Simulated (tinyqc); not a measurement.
Worked calculation: decay of LO phonons and the hot-phonon bottleneck in the cooling of electrons. Computed by tinyqc, a small Python program that keeps every step. Command: `OMP_NUM_THREADS=1 python tinyqc.py 3024531 3024532 out.jsonl hotphonon walk`. One thread of a shared host (Intel(R) Xeon(R) Processor @ 2.30GHz), about 0.01 s of CPU time with the checks. Intermediate numbers are printed to about 6 digits and carried at full precision; extremes and crossings named in words are read from the listed rows.

n(E, T) = 1/(exp(E/(k_B T)) - 1) is the Bose occupation. Electrons have a temperature T_e; the LO modes within their reach share one occupation N; the decay products stay at the lattice temperature.

Inputs (values chosen for the exercise, modelled on indium arsenide):

| quantity | value | unit |
|---|---|---|
| LO energy hbar omega | 29.3 | meV |
| lifetime at T = 0, tau_0 | 7.2 | ps |
| share f of the energy in the softer product | 0.19 | - |
| lattice temperature T | 250 | K |
| electron mass m* | 0.0253 | m_0 |
| eps_inf | 12.3 | - |
| static dielectric constant eps_s | 15.4 | - |
| electron density n | 2e+19 | 1/cm^3 |
| density of LO modes that the electrons reach, N_m | 6.1e+19 | 1/cm^3 |
| power supplied per electron P | 0.19 | nW |
| step factor | 0.8 | - |

Decay channel: two unequal phonons (Ridley).

Constants: k_B = 8.617333262e-05 eV/K; c = 299792458 m/s; e^2/(4 pi eps_0) = 14.39964548 eV angstrom; hbar^2/(2 m_0) = 3.80998212 eV angstrom^2; hbar = 6.582119569e-16 eV s; e = 1.602176634e-19 C; k_B = 1.380649e-23 J/K.

## Lifetime and Raman width

Decay rate 1/tau = (1/tau_0) [1 + n(f hbar omega) + n((1 - f) hbar omega)]. Full width Gamma = 1/(2 pi c tau) in 1/cm, c in cm/s.

thermal factor tau_0/tau = 4.88907

phonon lifetime tau = 1.47267 ps

Raman width Gamma = 3.60490 1/cm

equilibrium LO occupation N_0 = 0.345258

Stimulated decay shortens the lifetime by 80 %.

## Spontaneous emission time

Froehlich coupling alpha = (e^2/(4 pi eps_0)) (1/eps_inf - 1/eps_s) k_0/(2 hbar omega), k_0 = sqrt(m* hbar omega/(hbar^2/(2 m_0))); emission time tau_sp = hbar/(2 alpha hbar omega); bottleneck ratio r = (n/N_m) tau/tau_sp.

alpha = 0.0560948

emission time tau_sp = 200.238 fs

bottleneck ratio r = 2.41135

r compares the rate at which electrons exchange quanta with a mode to its decay rate. Exchange outruns decay, so a hot population builds up if the power is high enough.

## Electron and phonon temperatures in closed form

Net emission per electron: [(N + 1) x - N]/tau_sp with x = exp(-hbar omega/(k_B T_e)), a simple two-level balance; steady state of the modes: n [(N + 1) x - N]/tau_sp = N_m (N - N_0)/tau; power per electron P = hbar omega [(N + 1) x - N]/tau_sp. With p = P tau_sp/(hbar omega): N = N_0 + r p and x = (p + N)/(N + 1); without hot phonons N = N_0. The mode temperature T_LO solves n(hbar omega, T_LO) = N.

reduced power p = 0.00810440

LO occupation N = 0.364800

electron temperature T_e = 262.064 K

T_e without hot phonons = 254.339 K

mode temperature T_LO = 257.700 K

Hot phonons raise T_e by 8 K. T_LO lies between the lattice and the electrons. Caution: the electrons are degenerate; Pauli blocking and the Fermi energy, left out here, matter.

## The same balance by iteration

Eliminating N gives P(T_e) = (hbar omega/tau_sp) [(N_0 + 1) x - N_0]/[1 + r (1 - x)]. Newton steps on ln P against ln T_e, times the step factor, each limited to 0.7 in ln T_e and to keeping a fifth of T_e - T; start at 1.5 T; stop when |ln(P/P(T_e))| < 1e-9 or after 40 steps.

Iterations:

| step | T_e (K) | P(T_e) (nW) | ln(P/P(T_e)) |
|---|---|---|---|
| 0 | 375.000 | 1.90466 | -2.30504e+00 |
| 1 | 275.000 | 0.39294 | -7.26637e-01 |
| 2 | 260.782 | 0.16984 | 1.12177e-01 |
| 3 | 261.753 | 0.18511 | 2.60953e-02 |
| 4 | 261.999 | 0.18897 | 5.42516e-03 |
| 5 | 262.051 | 0.18979 | 1.09403e-03 |
| 6 | 262.061 | 0.18996 | 2.19172e-04 |
| 7 | 262.063 | 0.18999 | 4.38491e-05 |
| 8 | 262.064 | 0.19000 | 8.77042e-06 |
| 9 | 262.064 | 0.19000 | 1.75411e-06 |
| 10 | 262.064 | 0.19000 | 3.50822e-07 |
| 11 | 262.064 | 0.19000 | 7.01645e-08 |
| 12 | 262.064 | 0.19000 | 1.40329e-08 |
| 13 | 262.064 | 0.19000 | 2.80658e-09 |
| 14 | 262.064 | 0.19000 | 5.61316e-10 |

converged (1 yes, 0 no) = 1

T_e from the iteration = 262.064 K

Converged at step 14.

## Energy relaxation with and without hot phonons

P(T_e) = (hbar omega/tau_sp) [(N_0 + 1) x - N_0]/[1 + r (1 - x)], and r = 0 without hot phonons; energy relaxation time tau_E = (3/2) k_B (T_e - T)/P.

Cooling:

| T_e (K) | P, cold phonons (nW) | P, hot phonons (nW) | ratio | tau_E (ps) | N |
|---|---|---|---|---|---|
| 280 | 1.26976 | 0.471083 | 2.69540 | 1.31886 | 0.393711 |
| 330 | 3.16131 | 1.23935 | 2.55078 | 1.33681 | 0.472732 |
| 400 | 5.38528 | 2.26202 | 2.38074 | 1.37331 | 0.577919 |
| 550 | 8.90210 | 4.21531 | 2.11185 | 1.47389 | 0.778826 |
| 750 | 11.9482 | 6.35899 | 1.87895 | 1.62838 | 0.999315 |
| 1050 | 14.7199 | 8.83002 | 1.66703 | 1.87630 | 1.25348 |
| 1550 | 17.2320 | 11.6830 | 1.47496 | 2.30443 | 1.54692 |
| 2250 | 19.0207 | 14.2137 | 1.33820 | 2.91406 | 1.80721 |

Reabsorption cuts the loss by a factor 2.70 at the lowest T_e and 1.34 at the highest; the factor is 1 + r (1 - x) with r = 2.41. tau_E runs from 1.3 to 2.9 ps, with its shortest value, 1.3 ps, at T_e = 280 K, against tau_sp = 200 fs and a phonon lifetime of 1.5 ps. In the coldest rows the electrons are degenerate, so (3/2) k_B (T_e - T) overstates their excess energy. Pauli blocking is left out, as are upper valleys and non-parabolic bands, which can matter above about 1000 K.

Checks made by the program: iteration against the closed form (relative difference below 1e-10).
